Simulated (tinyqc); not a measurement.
## Inductance and parasitic capacitance from two readings

Inverse problem. A loss-free coil L in parallel with C shows the apparent inductance L/(1 - w^2 L C), w = 2 pi f. Find L, C and the self-resonance 1/(2 pi sqrt(L C)).

apparent inductance at 2.4 and 5.4 GHz (nH): 5.0707703  10.461209

Solution. The inverse of the reading is 1/L - w^2 C, a straight line in w^2.

L = 4.50 nH
C = 110 fF
self-resonance = 7.15 GHz

Computed by the program tinyqc: `OMP_NUM_THREADS=1 python tinyqc.py 2302193 2302194 out.jsonl`, one thread of a shared Intel Xeon 2.30GHz, about 0.01 s for the whole run.
